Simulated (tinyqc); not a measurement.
Lifetime against injection: carrier lifetime from Shockley-Read-Hall, radiative, Auger and surface recombination. Computed by tinyqc, a small Python program. Command: `OMP_NUM_THREADS=1 python tinyqc.py 3027932 3027933 out.jsonl lifetime walk`. One thread of a shared host (Intel(R) Xeon(R) Processor @ 2.30GHz), about 0.03 s of CPU time with the checks.

Energies are counted from the top of the valence band. Boltzmann statistics, full ionisation, and equal excess densities of electrons and holes.

Inputs (values chosen for the exercise, with bands modelled on CdS):

| quantity | value | unit |
|---|---|---|
| gap E_g | 2.48 | eV |
| electron mass m_e | 0.198 | m_0 |
| valleys M_c | 1 | - |
| hole mass m_h | 0.819 | m_0 |
| temperature T | 300 | K |
| doping N | 1.3e+17 | cm^-3 |
| trap level E_t | 0.899 | eV |
| trap density N_t | 3.8e+11 | cm^-3 |
| electron cross-section sigma_n | 1.2e-14 | cm^2 |
| hole cross-section sigma_p | 2.9e-17 | cm^2 |
| radiative coefficient B | 3.7e-11 | cm^3/s |
| Auger coefficient C_n | 1.2e-30 | cm^6/s |
| Auger coefficient C_p | 1.3e-31 | cm^6/s |

Doping: n-type. Surface term: none.

Constants: m_0 = 9.1093837015e-31 kg; k_B = 1.380649e-23 J/K; h = 6.62607015e-34 J s; k_B = 8.617333262e-05 eV/K.

Method:
- N_c = 2 M_c (2 pi m_e k_B T/h^2)^(3/2) and N_v = 2 (2 pi m_h k_B T/h^2)^(3/2), masses in units of m_0.
- n_i = sqrt(N_c N_v) exp(-E_g/2 k_B T); majority density N/2 + sqrt(N^2/4 + n_i^2), minority density n_i^2 over it.
- v = sqrt(3 k_B T/m) with m_e or m_h; tau_n0 = 1/(sigma_n v_n N_t), tau_p0 = 1/(sigma_p v_p N_t); n1 = N_c exp(-(E_g - E_t)/k_B T), p1 = N_v exp(-E_t/k_B T).
- With n = n_0 + dn, p = p_0 + dn and U/dn = 1/tau: (n p - n_i^2)/dn = n_0 + p_0 + dn = s; 1/tau_SRH = s/[tau_p0 (n + n1) + tau_n0 (p + p1)]; 1/tau_rad = B s; 1/tau_Aug = (C_n n + C_p p) s; the rates add.
- Rows stop below half the smaller effective density of states.

N_c = 2.21090e+18 cm^-3

N_v = 1.85994e+19 cm^-3

n_0 = 1.30e+17 cm^-3

p_0 = 6.88586e-22 cm^-3

tau_p0 = 0.00703140 s

n1 = 6.09451e-09 cm^-3

tau_n0 = 8.35506e-06 s

p1 = 14688.0 cm^-3

Lifetimes (s):

| dn (cm^-3) | SRH | radiative | Auger | effective | radiative efficiency | fastest channel |
|---|---|---|---|---|---|---|
| 1.00e+10 | 0.0070314 | 2.0790e-07 | 4.9310e-05 | 2.0702e-07 | 0.99577 | radiative |
| 1.00e+11 | 0.0070314 | 2.0790e-07 | 4.9310e-05 | 2.0702e-07 | 0.99577 | radiative |
| 1.00e+12 | 0.0070314 | 2.0790e-07 | 4.9309e-05 | 2.0702e-07 | 0.99577 | radiative |
| 1.00e+13 | 0.0070314 | 2.0788e-07 | 4.9302e-05 | 2.0701e-07 | 0.99577 | radiative |
| 1.00e+14 | 0.0070314 | 2.0774e-07 | 4.9230e-05 | 2.0686e-07 | 0.99577 | radiative |
| 1.00e+15 | 0.0070315 | 2.0631e-07 | 4.8520e-05 | 2.0543e-07 | 0.99574 | radiative |
| 1.00e+16 | 0.0070320 | 1.9305e-07 | 4.2191e-05 | 1.9217e-07 | 0.99542 | radiative |
| 1.00e+17 | 0.0070350 | 1.1751e-07 | 1.5044e-05 | 1.1660e-07 | 0.99223 | radiative |
| 1.00e+18 | 0.0070388 | 2.3918e-08 | 5.9553e-07 | 2.2994e-08 | 0.96139 | radiative |

What follows from these numbers?

tau_SRH goes from 0.00703 s at low injection (the minority capture time, 0.00703 s) to 0.00704 s in the last row; at high injection it tends to tau_n0 + tau_p0 = 0.00704 s. Ruling channel by row: radiative from 1e10 cm^-3.
